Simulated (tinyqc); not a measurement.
Inside a calculation. Method: plane-wave Kohn-Sham cycle with exchange-only LDA in a layered model solid. One step of it, computed by the program tinyqc.

Question. Iteration 2: potential. V_H(G) = 4 pi rho(G)/G^2 for G != 0 (uniform background); v_x = -(3 rho/pi)^(1/3); V = V_ext + V_H + v_x; Fourier components f(G_m) = (1/N) sum_j f(x_j) exp(-i G_m x_j).

A solid whose potential varies along x alone (atomic units):
```
parameter                      value
period a                    9.300000
cross-section of the cell  24.000000
electrons per cell                 2
grid points                       16
plane waves -n..n, n               2
k points                           3
V1 in V1 cos(2 pi x/a)     -0.250000
```

density after iteration 1 (e/bohr^3): [0.02173402, 0.01987386, 0.01528274, 0.01010839, 0.00608191, 0.00370451, 0.00258581, 0.00215552, 0.00204965, 0.00215552, 0.00258581, 0.00370451, 0.00608191, 0.01010839, 0.01528274, 0.01987386]

Give: Potentials on the grid; V(G_m), m = 0, 1, 2, ....

Answer.

Potentials on the grid (hartree):
```
x         V_ext      V_H      v_x        V
0.0000  -0.2500   0.2804  -0.2748  -0.2444
0.5813  -0.2310   0.2540  -0.2667  -0.2437
1.1625  -0.1768   0.1822  -0.2444  -0.2389
1.7437  -0.0957   0.0838  -0.2129  -0.2248
2.3250        0  -0.0199  -0.1798  -0.1997
2.9062   0.0957  -0.1121  -0.1524  -0.1688
3.4875   0.1768  -0.1823  -0.1352  -0.1407
4.0687   0.2310  -0.2257  -0.1272  -0.1220
4.6500   0.2500  -0.2403  -0.1251  -0.1154
5.2313   0.2310  -0.2257  -0.1272  -0.1220
5.8125   0.1768  -0.1823  -0.1352  -0.1407
6.3937   0.0957  -0.1121  -0.1524  -0.1688
6.9750        0  -0.0199  -0.1798  -0.1997
7.5563  -0.0957   0.0838  -0.2129  -0.2248
8.1375  -0.1768   0.1822  -0.2444  -0.2389
8.7188  -0.2310   0.2540  -0.2667  -0.2437
```

V(G_m), m = 0, 1, 2, ... (hartree): [-0.1898, -0.0335, 0.0049, 0.0013, 0.0000]
